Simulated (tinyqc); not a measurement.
Ballistic conductance of a hard-wall wire of rectangular section by counting modes: one step of the calculation.

Subband edges E_(a,b) = (C pi^2/m) [(a/W)^2 + (b/Hh)^2], a, b = 1, 2, ...; C = hbar^2/(2 m0). Every mode transmits fully; spin gives the factor 2 in 2 q^2/h, valleys the factor gv.

Task. Conductance and ballistic resistance. G = (2 q^2/h) gv M; at zero temperature M counts the edges below Ef, at T it is the sum of degeneracy times f. The smooth (Sharvin) count is kF^2 A/(4 pi), kF = sqrt(m Ef/C), A = W Hh, perimeter p = 2 (W + Hh), and with the boundary term kF^2 A/(4 pi) - kF p/(4 pi). The sum runs over the edges listed.

Values chosen for this exercise:

| symbol | value | unit | meaning |
|---|---|---|---|
| T | 77 | K | temperature |
| m | 0.023 | m0 | mass |
| gv | 2 |  | valleys |
| Ef | 0.145 | eV | Fermi energy above the bulk band edge |
| W | 20 | nm | width |
| Hh | 31 | nm | height |

Constants: q = 1.602176634e-19 C, hbar = 1.054571817e-34 J s, h = 6.62607015e-34 J s, m0 = 9.1093837015e-31 kg, hbar^2/(2 m0) = 0.0380998212 eV nm^2. Results are converted to the units shown.

```
mode	edge (eV)	degeneracy	f
1,1	0.05788547	1	0.99999801
1,2	0.10892336	1	0.99566651
2,1	0.18050400	1	0.00472224
```

Find: M at zero temperature; M at T; G; resistance 1/G; smooth count.

Result.

M at zero temperature = 2
M at T = 2.000
G = 310.0 uS
resistance 1/G = 3.226 kohm
smooth count = 4.319

The smooth count is 2.16 times M at T. With the boundary term it is 1.92.

Computed by the program tinyqc: `OMP_NUM_THREADS=1 python tinyqc.py 2740126 2740127 out.jsonl`, one thread of a shared Intel Xeon 2.30GHz, about 0.7 s for the whole run.
